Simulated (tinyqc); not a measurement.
## Surface potential of a MOS transistor: implicit equation and explicit approximations: effect of the channel-body voltage at fixed gate voltage

p-type body, charge-sheet picture, depletion and inversion only, full ionisation (an idealisation for deep acceptors), Boltzmann statistics (rough once Na exp(x - xn) passes about Nc/7). In units of Vt: xg = (Vg - Vfb)/Vt, x = psi/Vt, G = gamma/sqrt(Vt), xn = (2 phiF + Vc)/Vt. The implicit equation is (xg - x)^2 = G^2 [x - 1 + exp(x - xn)] for x above about 3. Cox = eps0 eox/tox.

ni = sqrt(Nc Nv) exp(-Eg/(2 Vt)), Eg in volts; phiF = Vt ln(Na/ni); gamma = sqrt(2 q eps0 eps_r Na)/Cox; VT = Vfb + Vt (xn + G sqrt(xn - 1)). Depletion value a = 1 + [sqrt(G^2/4 + xg - 1) - G/2]^2; inversion value b = xn + ln[(xg - xn)^2/G^2 - xn + 1] and first guess y = min(a, b) - ln(1 + exp(-|a - b|)) if a > xn + 1, else b = y = a; one second-order correction with D = exp(y - xn), p = 2 (xg - y) + G^2 (1 + D), w = (xg - y)^2 - G^2 (y - 1 + D): z = y + 2 w/(p + sqrt(p^2 - 2 (2 - G^2 D) w)), or the Newton step z = y + w/p where the root is not real. N_inv = (Cox Vt G/q) [sqrt(x - 1 + exp(x - xn)) - sqrt(x - 1)] at the root. Lambert form (Cox m Vt/q) W0[(G/(2 m sqrt(xn - 1))) exp((Vg - VT)/(m Vt))], m = 1 + G/(2 sqrt(xn - 1)). Errors under 1e-4 mV, and the linear form below VT, are printed as 0.

Values chosen for this exercise; band and dielectric values close to those of silicon:
```
symbol    value   unit                                                                 meaning
T           300      K                                                             temperature
Eg         1.11     eV                                                                band gap
eps_r      11.8                                                          relative permittivity
Nc      2.76e19  cm^-3                                  conduction-band density of states at T
Nv      2.67e19  cm^-3                                     valence-band density of states at T
eox        24.6         relative permittivity of the gate insulator (close to zirconium oxide)
tox          72     nm                                                     insulator thickness
Na       6.8e17  cm^-3                                                        acceptor density
Vfb       -0.74      V                                                       flat-band voltage
Vg         3.79      V                                                       gate-body voltage
```

Constants: q = 1.602176634e-19 C, kB = 1.380649e-23 J/K, Vt = kB T/q, eps0 = 8.8541878128e-14 F/cm where lengths are in cm. Results are converted to the units shown.

Effect of the channel-body voltage at fixed gate voltage:
```
Vc (V)	psi (V)	x - xn	error of y (mV)	error of z (mV)	N_inv (cm^-2)	Cox (Vg - VT)/q (cm^-2)	Lambert form (cm^-2)
0	1.0487	5.0032	3.15	-8.36e-3	3.5614e12	4.0025e12	3.6011e12
0.2	1.2433	4.7948	3.53	-0.0120	2.9199e12	3.3257e12	2.9503e12
0.4	1.4369	4.5453	4.07	-0.0185	2.3028e12	2.6752e12	2.3256e12
0.6	1.6288	4.2324	4.87	-0.0324	1.7076e12	2.0451e12	1.7237e12
0.8	1.8178	3.8082	6.22	-0.0696	1.1345e12	1.4315e12	1.1449e12
1	2.0005	3.1401	8.99	-0.225	5.9118e11	8.3138e11	5.9643e11
1.2	2.1599	1.5684	9.17	-0.165	1.2467e11	2.4276e11	1.2567e11
1.4	2.2028	-4.5102	0.0990	0	2.8688e8	0	2.7397e8
```

As Vc goes from 0 to 1.4, psi rises from 1.05 to 2.20 V, x - xn falls from 5.00 to -4.51 and N_inv falls from 3.56e12 to 2.87e8 cm^-2. The Lambert form lies between 0.955 and 1.01 times N_inv. psi follows Vc only while the surface is inverted; once x falls below xn it settles at the depletion value. For Vc = 0, 0.2, 0.4, 0.6, 0.8, 1 the electron quasi-Fermi level lies less than 2 Vt below the band edge at the surface, or above it, where degeneracy and confinement, left out, matter.

Program tinyqc, `OMP_NUM_THREADS=1 python tinyqc.py 2122196 2122197 out.jsonl`; Intel Xeon 2.30GHz, shared host, one thread, about 0.01 s.
